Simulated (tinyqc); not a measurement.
Thermionic-field emission through a Schottky barrier, WKB: two steps of the calculation.

Metal on an n-type semiconductor with one parabolic valley; V > 0 is forward bias (metal positive). Energies E are counted from the conduction edge of the neutral semiconductor, whose Fermi level lies at -xi; that of the metal lies at -xi - V. The barrier is a parabola of height Vd = phi - xi - V (depletion approximation, no image force).

Values chosen for this exercise; band and dielectric values close to those of indium phosphide: temperature T = 300 K; electron mass me = 0.079 m0; relative permittivity eps_r = 12.7; barrier height seen from the metal phi = 0.67 eV; donor density Nd = 6.1e17 cm^-3; bias V = 0.12 V; points of the energy grid nE = 11; upper end of the energy grid Eb = 0.72 eV.

Constants: q = 1.602176634e-19 C, kB = 1.380649e-23 J/K, hbar = 1.054571817e-34 J s, h = 6.62607015e-34 J s, m0 = 9.1093837015e-31 kg, Vt = kB T/q, eps0 = 8.8541878128e-14 F/cm where lengths are in cm. Results are converted to the units shown.

Question 1. Fermi level, barrier and E00. Nc = 2 (2 pi me m0 kB T/h^2)^1.5 (times 1e-6 for cm^-3); Nd = Nc F12(-xi/Vt), F12(x) = (2/sqrt(pi)) int_0^infinity sqrt(u)/(1 + exp(u - x)) du; E00 = (hbar/2) sqrt(Nd/(me m0 eps0 eps_r)) in SI units (volts). W = sqrt(2 eps0 eps_r Vd/(q Nd)).

Wanted: Nc; xi; Vd; W; E00; E00/Vt.

Answer 1.

Nc = 5.5720e17 cm^-3
xi = -0.012198 eV
Vd = 0.56220 V
W = 35.968 nm
E00 = 14.477 meV
E00/Vt = 0.55999

By a common rule of thumb, E00/Vt below 0.5 marks thermionic emission, 0.5 to 5 thermionic-field emission and above 5 field emission. By that rule alone: thermionic-field emission; with a high barrier, tunnelling near its top can carry most of the current even below 0.5.

Question 2. Current density on a coarse grid. For E < Vd, ln T(E) = -(Vd/E00) [sqrt(1 - y) - y ln((1 + sqrt(1 - y))/sqrt(y))], y = E/Vd; T(E) = 1 above. J = A* T (q/kB) int_0^infinity T(E) N(E) dE, N = ln[(1 + exp((-xi - E)/Vt))/(1 + exp((-xi - V - E)/Vt))], A* = 4 pi q me m0 kB^2/h^3 (times 1e-4 for A/(cm^2 K^2)). Simpson's rule on nE equally spaced points from 0 to Eb.

xi = -0.012198049 eV
Vd = 0.56219805 V
E00 = 14.476941 meV

Give: E; T(E); N; T(E) N; J.

Answer 2.

```
point,E (eV),T(E),N,T(E) N
0,0.0000,1.363e-17,0.9413,1.283e-17
1,0.0720,7.861e-13,0.09339,7.342e-14
2,0.1440,1.209e-9,0.006030,7.291e-12
3,0.2160,4.150e-7,3.732e-4,1.549e-10
4,0.2880,4.868e-5,2.304e-5,1.122e-9
5,0.3600,0.002325,1.422e-6,3.307e-9
6,0.4320,0.04811,8.779e-8,4.224e-9
7,0.5040,0.4144,5.419e-9,2.245e-9
8,0.5760,1.000,3.345e-10,3.345e-10
9,0.6480,1.000,2.064e-11,2.064e-11
10,0.7200,1.000,1.274e-12,1.274e-12
```

J = 0.02720 A/cm^2

The integrand peaks at E = 0.432 eV among these points, 0.77 of the barrier height.

Range of the model: The depletion approximation, a parabolic band and the neglect of image-force lowering make these currents estimates at high doping.

Computed by the program tinyqc: `OMP_NUM_THREADS=1 python tinyqc.py 2640148 2640149 out.jsonl`, one thread of a shared Intel Xeon 2.30GHz, about 0.06 s for the whole run.
